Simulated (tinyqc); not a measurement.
Heterojunction of two tight-binding chains, step by step. Values are carried at full precision from step to step, so a last printed digit may differ when a step is redone from the rounded ones.

Left chain: hopping -t1, sites at 2 t1 (band bottom 0). Right chain: hopping -t2, sites at dE + 2 t2 (bottom dE). t = c/(m a^2), c = hbar^2/2m0. The bond across the interface is -tc with tc = f sqrt(t1 t2), and the last left site has the extra energy U. In a chain E = bottom + 2t (1 - cos(ka)); the surface Green function of a half chain is g = -exp(ika)/t, with Im k > 0 where cos(ka) > 1.

Constants: hbar^2/2m0 = 3.80998211 eV angstrom^2.

Values chosen for the exercise (masses and offset of the size met at InAs / GaSb; shifted at random, so the results belong to these values and not to a real crystal): a = 5.65 angstrom (site spacing); m1 = 0.027 m0 (mass on the left); m2 = 0.042 m0 (mass on the right); f = 1 (factor on the interface hopping); dE = 0.75 eV (band offset); E = 0.87 eV (electron energy); U = -0.82 eV (extra energy on the last left site).

## Hoppings

Form t1, t2 and tc.

t1 = 4.4204 eV
t2 = 2.8417 eV
tc = 3.5442 eV

## Wave numbers and velocities

The left chain has hopping t1 and band bottom 0, the right one t2 and dE. cos(ka) = 1 - (E - bottom)/(2t); dE/dk = 2 t a sin(ka).

ka (rad): left 0.44736, right 0.20586

dE/dk (eV angstrom): left 21.6079, right 6.5638

## Self-energies on the last left site

Hoppings t1 (left), t2 (right), tc (interface); g is the surface Green function of a half chain. The rest of the left chain gives S1 = t1^2 g1 = -t1 exp(i k1 a); the right chain gives S2 = tc^2 g2 = -(tc^2/t2) exp(i k2 a).

S1 = -3.98541-1.91221i eV
S2 = -4.32707-0.90357i eV

## Transmission

The last site of the left chain has energy 2 t1 + U, and S1, S2 are the self-energies of the two half chains on it. G = 1/(E - 2 t1 - U - S1 - S2); T = 4 Im(S1) Im(S2) |G|^2.

G = 0.1252-0.3035i 1/eV
T = 0.7449

A fraction 0.2551 is reflected although the electron lies above the step.

## Checks

- T from the Green function against 1 - |r|^2 from matching plane waves: both 0.744901.

tinyqc: `OMP_NUM_THREADS=1 python tinyqc.py 1450396 1450397 out.jsonl`; about 0.01 s, one thread, shared Intel(R) Xeon(R) Processor @ 2.30GHz.
